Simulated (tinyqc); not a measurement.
Inside a calculation. Method: power iteration on a symmetric matrix. One step of it, computed by the program tinyqc.

Task: Step 1. w = (A - shift) v; v' = w/|w| with its largest component positive (the first on a tie); lambda = v'^T A v'.

A, lower triangle:
```
           1          2          3         4          5         6
1   0.326000
2   0.021000   1.793000
3  -1.363000  -0.389000   2.732000
4   0.285000   0.375000   0.113000  4.045000
5  -0.191000  -0.833000   0.400000  0.216000   4.739000
6  -0.084000   1.050000  -0.842000  0.955000  -0.344000  5.622000
```

vector v at the start: 0.408248  0.408248  0.408248  0.408248  0.408248  0.408248

shift = 0.080000

Give: vector after step 1; Rayleigh quotient after step 1.

Result:

vector after step 1: -0.112  0.199  0.059  0.607  0.401  0.645

Rayleigh quotient after step 1 = 5.535
